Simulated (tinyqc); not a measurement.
Inside a calculation. Method: RHF in the sto-3g basis, for BeH2, spin multiplicity 1. One step of it, computed by the program tinyqc.

Problem. Iteration 1: diagonalisation and new density. Diagonalise F' = X^T F X, C = X C', fill 3 alpha and 3 beta electrons from the bottom; D = 2 C_occ C_occ^T. Each column has its largest component positive (the first on a tie).

Fock matrix F (hartree), lower triangle:
```
            1Be 1s     1Be 2s    1Be 2px    1Be 2py    1Be 2pz      2H 1s      3H 1s
1Be 1s   -6.027558
1Be 2s   -1.489417  -0.787824
1Be 2px   0.000000   0.000000  -0.398104
1Be 2py   0.000000   0.000000   0.000000  -0.277298
1Be 2pz   0.000000   0.000000   0.155504   0.000000  -0.504216
2H 1s    -0.183771  -0.181983   0.000000  -0.144075   0.000000  -0.114677
3H 1s    -0.183771  -0.181983   0.000000   0.144075   0.000000  -0.018642  -0.114677
```

X:
```
                 1          2          3         4         5         6          7
1Be 1s    0.000000  -0.446390   0.889164  0.000000  0.000000  0.300799   0.000000
1Be 2s    0.000000   1.029040  -0.039299  0.000000  0.000000  0.554943   0.000000
1Be 2px   0.000000   0.000000   0.000000  1.000000  0.000000  0.000000   0.000000
1Be 2py   1.096917   0.000000   0.000000  0.000000  0.000000  0.000000   0.564529
1Be 2pz   0.000000   0.000000   0.000000  0.000000  1.000000  0.000000   0.000000
2H 1s    -0.780852  -0.623557  -0.350692  0.000000  0.000000  0.350236   0.396517
3H 1s     0.780852  -0.623557  -0.350692  0.000000  0.000000  0.350236  -0.396517
```

Give: F' = X^T F X; orbital energies; coefficients C; D after iteration 1.

Solution.

F' = X^T F X (hartree), lower triangle:
```
         1        2        3        4        5        6        7
1   0.0429
2   0.0000  -0.5082
3   0.0000   1.2457  -4.4762
4   0.0000   0.0000   0.0000  -0.3981
5   0.0000   0.0000   0.0000   0.1555  -0.5042
6   0.0000   0.4468  -2.2794   0.0000   0.0000  -1.5369
7  -0.1106   0.0000   0.0000   0.0000   0.0000   0.0000  -0.2476
```

orbital energies (hartree): MO1 -6.0287, MO2 -0.6155, MO3 -0.4503, MO4 -0.2869, MO5 -0.2849, MO6 -0.0422, MO7 0.0801

coefficients C:
```
             MO1      MO2      MO3     MO4      MO5      MO6      MO7
1Be 1s    1.0040   0.0000  -0.2571  0.0000   0.0000   0.0788   0.0000
1Be 2s   -0.0168   0.0000   1.0500  0.0000   0.0000  -0.5154   0.0000
1Be 2px   0.0000  -0.5818   0.0000  0.8133   0.0000   0.0000   0.0000
1Be 2py   0.0000   0.0000   0.0000  0.0000   0.8855   0.0000  -0.8589
1Be 2pz   0.0000   0.8133   0.0000  0.5818   0.0000   0.0000   0.0000
2H 1s     0.0035   0.0000  -0.0220  0.0000   0.1261   0.7962   0.8666
3H 1s     0.0035   0.0000  -0.0220  0.0000  -0.1261   0.7962  -0.8666
```

D after iteration 1, lower triangle:
```
          1Be 1s   1Be 2s  1Be 2px  1Be 2py  1Be 2pz   2H 1s   3H 1s
1Be 1s    2.1483
1Be 2s   -0.5735   2.2056
1Be 2px   0.0000   0.0000   0.6771
1Be 2py   0.0000   0.0000   0.0000   0.0000
1Be 2pz   0.0000   0.0000  -0.9464   0.0000   1.3229
2H 1s     0.0183  -0.0463   0.0000   0.0000   0.0000  0.0010
3H 1s     0.0183  -0.0463   0.0000   0.0000   0.0000  0.0010  0.0010
```
